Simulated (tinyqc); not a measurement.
Resistance of a tapered via with liner, size effect and interface: two steps of the calculation.

A round via whose diameter grows from db at the bottom as D(z) = db + 2 z/tan(ang). The fill, of diameter D - 2 tl, starts above the bottom liner (thickness fb tl) and has rho = rho0 (1 + ks lam/(D - 2 tl)); the sidewall liner conducts in parallel with it. The bottom liner and the interface are crossed over the full area pi db^2/4. Spreading in the lines above and below is left out.

Values chosen for this exercise; fill metal close to molybdenum: diameter at the bottom db = 17 nm; height hv = 37 nm; sidewall angle ang = 86 degrees; bulk resistivity of the fill rho0 = 5.4 uohm cm; mean free path of the fill lam = 11.5 nm; size-effect factor ks = 1.1; liner on the sidewall tl = 0.4 nm; liner at the bottom over that on the sidewall fb = 0.7; resistivity of the liner rl = 210 uohm cm; interface resistivity at the bottom ri = 9.6e-13 ohm cm^2; ballistic conductance per area, about 3/(4 rho0 lam) Sb = 1.3e15 S/m^2.

Task 1. Slices of the via. Slices between z0 = fb tl and hv, evaluated at their midpoints: conductance per length pi/4 [(D - 2 tl)^2/rho + (D^2 - (D - 2 tl)^2)/rl], slice resistance = slice height over that. 8 slices.

Find: z; D; rho; slice resistance.

Result 1.

z, slice 0 to 7 (nm): [2.5750, 7.1650, 11.755, 16.345, 20.935, 25.525, 30.115, 34.705]
D, slice 0 to 7 (nm): [17.360, 18.002, 18.644, 19.286, 19.928, 20.570, 21.212, 21.854]
rho, slice 0 to 7 (uohm cm): [9.5250, 9.3710, 9.2282, 9.0952, 8.9712, 8.8553, 8.7466, 8.6446]
slice resistance, slice 0 to 7 (ohm): [2.0208, 1.8429, 1.6870, 1.5495, 1.4278, 1.3195, 1.2228, 1.1361]

Task 2. Total resistance. R_fill = sum of the slices; R_bottom = rl fb tl/(pi db^2/4); R_interface = ri/(pi db^2/4); ballistic (Sharvin) limit 1/(Sb pi (db - 2 tl)^2/4); ideal cylinder rho0 hv/(pi db^2/4).

slice resistance, slice 0 to 7 (ohm): [2.0207587, 1.8429326, 1.6869781, 1.5495147, 1.4277820, 1.3195094, 1.2228166, 1.1361365]

Find: parts; R; shares; ballistic limit; ideal cylinder.

Result 2.

parts (ohm): fill 12.21, bottom liner 2.591, interface 0.4229
R = 15.22 ohm
shares (%): fill 80.20, bottom liner 17.02, interface 2.78
ballistic limit = 3.732 ohm
ideal cylinder = 8.803 ohm

The fill is the largest part, and R is 1.73 times the ideal cylinder. With 2000 slices R = 15.225 ohm.

tinyqc, about 0.01 s, one thread, Intel Xeon 2.30GHz (shared host): `OMP_NUM_THREADS=1 python tinyqc.py 2750056 2750057 out.jsonl`
